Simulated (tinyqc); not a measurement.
## Band bending at a free surface with a continuum of surface states, surface photovoltage and Kelvin probe: Kelvin-probe contrast of the doping

n-type bulk, xi = Ec - EF = Vt ln(Nc/Nd), p0 = ni^2/Nd, ni = sqrt(Nc Nv) exp(-Eg/(2 Vt)), Eg in volts. b is the upward band bending, u = b/Vt. Space charge per area, in units of q: Qc = sign(b) sqrt((2 eps0 eps_r Vt/q) [(Nd + dn)(exp(-u) - 1) + Nd u + (p0 + dn)(exp(u) - 1)]), with dn the excess density under light (flat quasi-Fermi levels; 0 in the dark). The states hold -Ds (E0 - xi - b): negative while the Fermi level lies above the neutrality level. Neutrality: Qc + Qf + (charge of the states) = 0.

Work function chi + xi + b; contact potential difference CPD = (work function of the sample) - pt. b solves the neutrality condition in the dark.

Parameters, values chosen for the exercise; band and dielectric values close to those of silicon: temperature T = 300 K; band gap Eg = 1.11 eV; relative permittivity eps_r = 11.9; conduction-band density of states at T Nc = 2.79e19 cm^-3; valence-band density of states at T Nv = 2.64e19 cm^-3; electron affinity chi = 4.07 eV; fixed positive charge at the surface Qf = 1.4e10 cm^-2; work function of the probe tip pt = 4.61 eV; density of surface states Ds = 2e13 cm^-2 eV^-1; depth of their neutrality level below the conduction edge E0 = 0.33 eV.

Constants: q = 1.602176634e-19 C, kB = 1.380649e-23 J/K, Vt = kB T/q, eps0 = 8.8541878128e-14 F/cm where lengths are in cm. Results are converted to the units shown.

Result of one run:
```
Nd (cm^-3),xi (eV),b (V),CPD (mV)
1.7e16,0.1914,0.1303,-218.3
```

What becomes of these results when the donor density Nd is changed from 1.7e16 to 6.5e14 cm^-3, all else the same?

Result of the changed run:
```
Nd (cm^-3),xi (eV),b (V),CPD (mV)
6.5e14,0.2758,0.05273,-211.5
```

The whole series:
```
Nd (cm^-3),xi (eV),b (V),CPD (mV)
1.3e14,0.3174,0.01183,-210.8
6.5e14,0.2758,0.05273,-211.5
3.3e15,0.2338,0.09282,-213.4
1.7e16,0.1914,0.1303,-218.3
8.5e16,0.1498,0.1601,-230.1
4.4e17,0.1073,0.1755,-257.2
2.2e18,0.06567,0.1637,-310.6
```

xi falls by 252 mV over the table and the CPD by 99.8 mV; b goes from 0.0118 through a maximum of 0.175 (at Nd = 4.4e17 cm^-3 among the rows listed) to 0.164 V. Between the first two rows the CPD follows 1.69 % of the change of xi, and between the last two 128 %. It is below 100 % where b rises with the doping (pinning hides it). It exceeds 100 % where b falls as the doping rises.

Program tinyqc, `OMP_NUM_THREADS=1 python tinyqc.py 2430064 2430065 out.jsonl`; Intel Xeon 2.30GHz, shared host, one thread, about 0.01 s.
